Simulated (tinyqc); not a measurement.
Decay of LO phonons and the hot-phonon bottleneck in the cooling of electrons: one step, computed by the program tinyqc.

n(E, T) = 1/(exp(E/(k_B T)) - 1) is the Bose occupation. Electrons have a temperature T_e; the LO modes within their reach share one occupation N; the decay products stay at the lattice temperature.

Question. Spontaneous emission time. Froehlich coupling alpha = (e^2/(4 pi eps_0)) (1/eps_inf - 1/eps_s) k_0/(2 hbar omega), k_0 = sqrt(m* hbar omega/(hbar^2/(2 m_0))); emission time tau_sp = hbar/(2 alpha hbar omega); bottleneck ratio r = (n/N_m) tau/tau_sp.

Inputs (values chosen for the exercise, modelled on indium phosphide):
```
quantity                                             value    unit
LO energy hbar omega                                    43     meV
lattice temperature T                                  300       K
electron mass m*                                    0.0787     m_0
eps_inf                                               9.46       -
static dielectric constant eps_s                      12.4       -
electron density n                                 1.5e+19  1/cm^3
density of LO modes that the electrons reach, N_m  3.7e+19  1/cm^3
```

Decay channel: two unequal phonons (Ridley).

phonon lifetime tau = 2.019755 ps

Constants: e^2/(4 pi eps_0) = 14.39964548 eV angstrom; hbar^2/(2 m_0) = 3.80998212 eV angstrom^2; hbar = 6.582119569e-16 eV s.

Give: alpha; emission time tau_sp; bottleneck ratio r.

Answer.

alpha = 0.1251

emission time tau_sp = 61.20 fs

bottleneck ratio r = 13.38

r compares the rate at which electrons exchange quanta with a mode to its decay rate. Exchange outruns decay, so a hot population builds up if the power is high enough.
